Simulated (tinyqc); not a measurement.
From one set of inputs to another, one input at a time: pressure-driven transition between two phases with analytic equations of state. Computed by tinyqc, a small Python program. Command: `OMP_NUM_THREADS=1 python tinyqc.py 3026936 3026937 out.jsonl transition ladder`. One thread of a shared host (Intel(R) Xeon(R) Processor @ 2.30GHz), about 0.03 s of CPU time with the checks.

Each phase obeys E = E0 + (9 V0 B0/16) [y^3 B' + y^2 (2 - 4 y)], y = (V0/V)^(2/3) - 1; P = (3 B0/2) (x^7 - x^5) [1 + (3/4)(B' - 4)(x^2 - 1)], x = (V0/V)^(1/3); E0 = 0 for phase 1 and Delta E0 for phase 2. H = E + P V.

The inputs printed are set A. Inputs not listed in the table keep their values of set A, so the rows need not describe a real material.

Inputs (values chosen for the exercise, for two model phases):
```
quantity                                   value             unit
volume V0 of phase 1                          12  angstrom^3/atom
B0 of phase 1                                300              GPa
B' of phase 1                                  4                -
volume V0 of phase 2                        10.1  angstrom^3/atom
B0 of phase 2                                302              GPa
B' of phase 2                               4.84                -
energy of phase 2 above phase 1, Delta E0   0.15          eV/atom
entropy of phase 2 less phase 1, Delta S   -0.21         k_B/atom
temperature T                                900                K
```

Equation of state: Birch-Murnaghan.

Constants: 1 eV/angstrom^3 = 160.2176634 GPa; k_B = 8.617333262e-05 eV/K.

Method. Start from P = Delta E0/(V0 of phase 1 - V0 of phase 2); at each P solve P(V) = P for both phases and step P(new) = P - (H_2 - H_1)/(V_2 - V_1); stop when |H_2 - H_1| < 1e-10 eV. At the zero-temperature transition the volume change is V_2/V_1 - 1 and the work is P (V_1 - V_2). At T the condition is H_2 - H_1 - T Delta S = 0, with Delta S constant and thermal expansion left out; the Clausius-Clapeyron slope is dP/dT = Delta S/(V_2 - V_1) at the zero-temperature point.

Each row keeps all changes above it:
```
input moved                                           from     to  work P (V_1 - V_2) (eV/atom)  transition pressure at T (GPa)  Clapeyron slope (MPa/K)
set A                                                    -      -                       0.14671                      1.4371e+01                   1.5951
entropy of phase 2 less phase 1, Delta S (k_B/atom)  -0.21   0.47                       0.14671                      9.7365e+00                  -3.5700
volume V0 of phase 1 (angstrom^3/atom)                  12   30.3                       0.14970                      9.0197e-01                  -0.3225
B' of phase 1                                            4   4.35                       0.14970                      9.0197e-01                  -0.3225
B0 of phase 2 (GPa)                                    302   52.4                       0.15034                      8.9890e-01                  -0.3197
energy of phase 2 above phase 1, Delta E0 (eV/atom)   0.15  0.052                       0.05205                      1.2329e-01                  -0.3207
temperature T (K)                                      900   1200                       0.05205                      2.6952e-02                  -0.3207
B' of phase 2                                         4.84    3.7                       0.05205                      2.6952e-02                  -0.3207
```

Which inputs carry the difference?

Work P (V_1 - V_2) goes from 0.147 to 0.0520, a factor 0.355 in all. The largest single move comes from energy of phase 2 above phase 1, Delta E0 (a factor 0.346). Transition pressure at T goes from 14.4 to 0.0270, a factor 0.00188 in all. The largest single move comes from volume V0 of phase 1 (a factor 0.0926). Clapeyron slope goes from 1.60 to -0.321, -1.92 in all. The largest single move comes from entropy of phase 2 less phase 1, Delta S (-5.17), and volume V0 of phase 1 works against it (+3.25). The single moves hold for this order of the switches; the total does not depend on the order.

Caution (all rows): a constant Delta S holds only at high temperature; it vanishes as T goes to 0, so the shift counted from T = 0 is somewhat too large.

Extremes, crossings and ranges named in words are read from the listed rows.
